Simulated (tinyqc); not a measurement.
# Metal-interlayer-semiconductor contact, depinning against tunnelling resistance: effects of single changes

Zero bias, n-type semiconductor. Gap states at the semiconductor surface thin out as exp(-be ti), which unpins the barrier; electrons must then cross the interlayer (a rectangular barrier, no voltage drop across it) and the parabolic depleted layer, both by WKB. Energies E are counted from the Fermi level; no image force, parabolic bands.

Parameters, values chosen for the exercise; semiconductor values close to those of silicon; interlayer mass of the order of that in hafnium oxide, offset chosen freely: temperature T = 250 K; band gap Eg = 1.1 eV; relative permittivity eps_r = 11.8; electron affinity chi = 4.12 eV; conduction-band density of states at T Nc = 2.13e19 cm^-3; tunnelling mass in the semiconductor mt = 0.187 m0; Richardson mass mA = 2.01 m0; donor density Nd = 2.5e18 cm^-3; charge-neutrality level above the valence band E0 = 0.36 eV; pinning factor without interlayer S0 = 0.27; metal work function phiM = 4.33 eV; interlayer thickness ti = 1.7 nm; conduction-band offset of the interlayer above the semiconductor dE = 1.51 eV; tunnelling mass in the interlayer mi = 0.2 m0; decay constant of gap states through the interlayer be = 3.1 1/nm.

Constants: q = 1.602176634e-19 C, kB = 1.380649e-23 J/K, eps0 = 8.8541878128e-12 F/m, hbar = 1.054571817e-34 J s, h = 6.62607015e-34 J s, m0 = 9.1093837015e-31 kg, Vt = kB T/q, hbar^2/(2 m0) = 0.0380998212 eV nm^2. Results are converted to the units shown.

Each table varies one quantity; the others keep the values above.

## Contact resistivity against the interlayer thickness

S = 1/(1 + (1/S0 - 1) exp(-be ti)); phiB = S (phiM - chi) + (1 - S)(Eg - E0); xi = Ec - EF deep inside, from Nd = Nc F(-xi/Vt), F(x) = (2/sqrt(pi)) int_0^infinity sqrt(u) du/(1 + exp(u - x)); band bending U = phiB - xi; E00 = (hbar/2) sqrt(Nd/(eps0 eps_r mt m0)) in volts; A = 4 pi q mA m0 kB^2/h^3. With U = phiB - xi: for xi < E < phiB, y = (E - xi)/U and G1 = (U/E00) [sqrt(1 - y) - y ln((1 + sqrt(1 - y))/sqrt(y))], G1 = 0 above phiB; G2 = 2 ti sqrt(mi max(phiB + dE - E, 0)/C), C = hbar^2/(2 m0); f = 1/(1 + exp(E/Vt)); 1/rho_c = (A T^2/Vt^2) times the integral of exp(-G1 - G2) f over E from xi upwards. Shares under 0.001 % are printed as 0; rows without band bending are left out.

The same in every row: E00/Vt = 0.917.

Results:
```
ti (nm)      S  phiB (eV)  rho_c (ohm cm^2)  rho_c with G2 = 0 (ohm cm^2)  peak of the integrand (eV)  share above phiB (%)
0        0.270      0.597             0.718                         0.718                       0.307                0.0466
0.3      0.484      0.484            0.0774                        0.0127                       0.257                 0.181
0.6      0.704      0.367           0.00727                       2.09e-4                       0.203                 0.712
0.9      0.858      0.285           0.00237                       1.23e-5                       0.165                  1.91
1.2      0.939      0.243           0.00302                       2.87e-6                       0.145                  3.33
1.5      0.975      0.223           0.00877                       1.50e-6                       0.137                  4.42
1.8      0.990      0.215            0.0375                       1.15e-6                       0.134                  5.12
2.4      0.998      0.211              1.02                       9.91e-7                       0.134                  5.99
```

Estimate the missing row, ti = 2.1 nm.

Computed row:
```
ti (nm)      S  phiB (eV)  rho_c (ohm cm^2)  rho_c with G2 = 0 (ohm cm^2)  peak of the integrand (eV)  share above phiB (%)
2.1      0.996      0.212             0.189                       1.03e-6                       0.134                  5.61
```

With this row back in the table: As ti goes from 0 to 2.4, phiB falls from 0.597 to 0.211 eV and rho_c goes from 0.718 through a minimum of 0.00237 (at ti = 0.9 among the rows listed) to 1.02 ohm cm^2. At ti = 0.9 nm rho_c is 303 times lower than without interlayer: up to there the falling barrier gains more than tunnelling through the layer costs, beyond it the layer dominates. The ratio of rho_c to its value with G2 = 0 runs from 1.00 to 1.03e6.

## Contact resistivity against the decay constant of gap states through the interlayer

Same model as above.

The same in every row: E00/Vt = 0.917.

Contact resistivity against the decay constant of gap states through the interlayer:
```
be (1/nm)      S  phiB (eV)  rho_c (ohm cm^2)  rho_c with G2 = 0 (ohm cm^2)  peak of the integrand (eV)  share above phiB (%)
1          0.669      0.385              9.41                       3.95e-4                       0.221                 0.846
2          0.917      0.254            0.0817                       4.20e-6                       0.153                  3.26
3          0.984      0.219            0.0236                       1.28e-6                       0.135                  4.84
4          0.997      0.212            0.0185                       1.02e-6                       0.132                  5.26
5          0.999      0.210            0.0177                       9.73e-7                       0.131                  5.34
6           1.00      0.210            0.0175                       9.66e-7                       0.131                  5.35
7           1.00      0.210            0.0175                       9.64e-7                       0.131                  5.35
8           1.00      0.210            0.0175                       9.64e-7                       0.131                  5.35
```

As be goes from 1 to 8, phiB falls from 0.385 to 0.210 eV and rho_c falls from 9.41 to 0.0175 ohm cm^2. The ratio of rho_c to its value with G2 = 0 runs from 23800 to 18100.

Range of the model: The depletion charge would drop about 0.036 V across such an interlayer (eps_r near 20) at ti = 1.7 nm and Nd = 2.5e18 cm^-3, against a band bending of 0.17 V; this model leaves that drop out.

Numbers from tinyqc (`OMP_NUM_THREADS=1 python tinyqc.py 2270161 2270162 out.jsonl`; about 0.04 s on one thread of a shared Intel Xeon 2.30GHz).
